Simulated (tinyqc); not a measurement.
Heavy doping: band filling, gap narrowing, band tails and the effective intrinsic density: one step, computed by the program tinyqc.

An n-type crystal above its Mott density, with all dopants ionised: n = N_D - N_A, ionised centres N_I = N_D + N_A. Valleys are taken as spherical with mass m_e.

Task: What optics and devices see. n = M_c (1/(2 pi^2)) (m_e/(hbar^2/2m_0))^(3/2) int sqrt(E (1 + aE)) (1 + 2 aE) f dE with a = (1 - m_e)^2/E_g, f = 1/(1 + exp((E - E_F)/k_B T)); trapezoid rule in t = sqrt(E/k_B T), step 0.02 up to 12; E_F by bisection from the band edge. Absorption edge of a direct gap, from the valence band at k_F (T = 0 value) to the Fermi level: E_g - narrowing + E_F + (hbar^2/2m_0) k_F^2/m_h, k_F = (3 pi^2 n)^(1/3); the shift is the edge less E_g. n p/n_i^2 = exp(narrowing/k_B T) x (n/N) exp(-E_F/k_B T), N being the limit of n exp(-E_F/k_B T) far below the edge (taken at E_F = -12 k_B T); apparent narrowing = k_B T ln(n p/n_i^2).

Inputs (values chosen for the exercise, modelled on InAs):
```
quantity,value,unit
gap E_g,0.35,eV
electron mass m_e,0.0254,m_0
valleys M_c,1,-
hole mass m_h,0.422,m_0
temperature T,77,K
```

Conduction band: non-parabolic (Kane).

n = 6.48e+17 cm^-3

E_F above the band edge = 86.20880 meV

gap narrowing = 14.12992 meV

Constants: k_B = 8.617333262e-05 eV/K; hbar^2/(2 m_0) = 3.80998212 eV angstrom^2.

Give: shift of the absorption edge; absorption edge; apparent narrowing; log10(n p/n_i^2).

Result:

shift of the absorption edge = 78.55 meV

absorption edge = 0.4285 eV

apparent narrowing = -46.69 meV

log10(n p/n_i^2) = -3.056

Degeneracy takes back 60.8 meV of the 14.1 meV of narrowing, so the minority density ends below its ideal value n_i^2/n. Caution: the screening length is well below a*, where static Thomas-Fermi screening overstates the Coulomb hole.
